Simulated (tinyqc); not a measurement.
Inputs raised by 2 %, one at a time: dopants and charged point defects at anneal temperature: Fermi-level effect, clustering and pairing. Computed by tinyqc, a small Python program. Command: `OMP_NUM_THREADS=1 python tinyqc.py 3029606 3029607 out.jsonl pairing sens`. One thread of a shared host (Intel(R) Xeon(R) Processor @ 2.30GHz), about 0.05 s of CPU time with the checks.

Boltzmann statistics and full ionisation of active dopants. Energies are counted from the valence band; the defect (a vacancy or self-interstitial) has five charge states, with all degeneracy factors one.

Inputs (values chosen for the exercise, for a model semiconductor):
```
quantity                                         value    unit
gap at 0 K E_g0                                   3.23      eV
Varshni alpha                                 0.000378    eV/K
Varshni beta                                       520       K
electron mass m_e                                0.282     m_0
valleys M_c                                          3       -
hole mass m_h                                      1.6     m_0
anneal temperature T                              1310       K
total dopant density N                           2e+19   cm^-3
formation enthalpy of the neutral defect H_f      4.24      eV
formation entropy S_f                              5.9     k_B
site density N_s                               4.9e+22   cm^-3
intrinsic dopant diffusivity D_i               1.9e-14  cm^2/s
anneal time t                                     6000       s
dopant atoms per cluster k                           4       -
cluster binding energy E_b                        3.15      eV
```

Dopant: donor. Second part: clustering of the dopant.

defect levels as fractions of E_g(T): (2+/+), (+/0), (0/-), (-/2-): 0.036  0.21  0.51  0.75

Constants: m_0 = 9.1093837015e-31 kg; k_B = 1.380649e-23 J/K; h = 6.62607015e-34 J s; k_B = 8.617333262e-05 eV/K.

Method:
- E_g = E_g0 - alpha T^2/(T + beta).
- N_c = 2 M_c (2 pi m_e k_B T/h^2)^(3/2) and N_v = 2 (2 pi m_h k_B T/h^2)^(3/2), masses in units of m_0.
- n_i = sqrt(N_c N_v) exp(-E_g/2 k_B T); E_i = E_g/2 + (k_B T/2) ln(N_v/N_c).
- n = A/2 + sqrt(A^2/4 + n_i^2) for an active density A.
- k ionised dopants and k carriers form one neutral cluster: C = N_s (A/N_s)^k (n/N_b)^k exp(E_b/k_B T), N_b the effective density of states of the majority band, and N = A + k C (60 bisections in ln A between ln N - 90 and ln N).
- chi = n/n_i (for acceptors n_i/p); E_F = E_i + k_B T ln chi; field enhancement h = 1 + A/sqrt(A^2 + 4 n_i^2).
- C_0 = N_s exp(S_f/k_B) exp(-H_f/k_B T). Ratios to the neutral state at E_F = E_i: r_+ = exp((E(+/0) - E_i)/k_B T), r_2+ = r_+ exp((E(2+/+) - E_i)/k_B T), r_- = exp((E_i - E(0/-))/k_B T), r_2- = r_- exp((E_i - E(-/2-))/k_B T); at other E_F state q scales as chi^(-q). The enhancement is sum r_q chi^(-q)/sum r_q. The charge on the defects is left out of neutrality.
- If every charge state of the defect carries the dopant equally well, D = D_i x enhancement x h x (active share A/N, a rough stand-in that overstates the dA/dN which immobile clusters call for), D_i being an input held fixed when T or H_f is moved; diffusion length 2 sqrt(D t).

Runs:
```
input moved                                           from         to  active density A (cm^-3)      D/D_i  diffusion length (nm)  all defects, doped (cm^-3)
base run                                                 -          -                 1.709e+19  2.762e+06              3.549e+05                   3.736e+15
total dopant density N (cm^-3)                       2e+19   2.04e+19                 1.726e+19  2.787e+06              3.565e+05                   3.809e+15
cluster binding energy E_b (eV)                       3.15      3.213                 1.638e+19  2.433e+06              3.331e+05                   3.434e+15
formation enthalpy of the neutral defect H_f (eV)     4.24     4.3248                 1.709e+19  2.762e+06              3.549e+05                   1.763e+15
gap at 0 K E_g0 (eV)                                  3.23     3.2946                 1.709e+19  4.228e+06              4.391e+05                   5.698e+15
intrinsic dopant diffusivity D_i (cm^2/s)          1.9e-14  1.938e-14                 1.709e+19  2.762e+06              3.584e+05                   3.736e+15
anneal time t (s)                                     6000       6120                 1.709e+19  2.762e+06              3.584e+05                   3.736e+15
```

Exponents ln(y'/y) / ln(x'/x):
```
input                                         active density A   D/D_i  diffusion length  all defects, doped
total dopant density N                                   0.488   0.460             0.230               0.972
cluster binding energy E_b                              -2.143  -6.407            -3.203              -4.264
formation enthalpy of the neutral defect H_f             0.000   0.000             0.000             -37.934
gap at 0 K E_g0                                          0.000  21.511            10.756              21.316
intrinsic dopant diffusivity D_i                         0.000   0.000             0.500               0.000
anneal time t                                            0.000   0.000             0.500               0.000
```

Which inputs matter most for each result?

Among the inputs moved here: active density A answers most in size to cluster binding energy E_b (exponent -2.143), next to total dopant density N (+0.488); its exponent is below 0.0005 for formation enthalpy of the neutral defect H_f, gap at 0 K E_g0, intrinsic dopant diffusivity D_i, anneal time t. D/D_i answers most in size to gap at 0 K E_g0 (exponent +21.511), next to cluster binding energy E_b (-6.407); its exponent is below 0.0005 for formation enthalpy of the neutral defect H_f, intrinsic dopant diffusivity D_i, anneal time t. Diffusion length answers most in size to gap at 0 K E_g0 (exponent +10.756), next to cluster binding energy E_b (-3.203); its exponent is below 0.0005 for formation enthalpy of the neutral defect H_f. Its exponent +0.500 in intrinsic dopant diffusivity D_i: diffusion, sqrt(D t). Its exponent +0.500 in anneal time t: diffusion, sqrt(D t). all defects, doped answers most in size to formation enthalpy of the neutral defect H_f (exponent -37.934), next to gap at 0 K E_g0 (+21.316); its exponent is below 0.0005 for intrinsic dopant diffusivity D_i, anneal time t.

Caution (all rows): so large an enhancement assumes that highly charged defects carry the dopant as well as neutral ones; measured enhancements are far smaller.
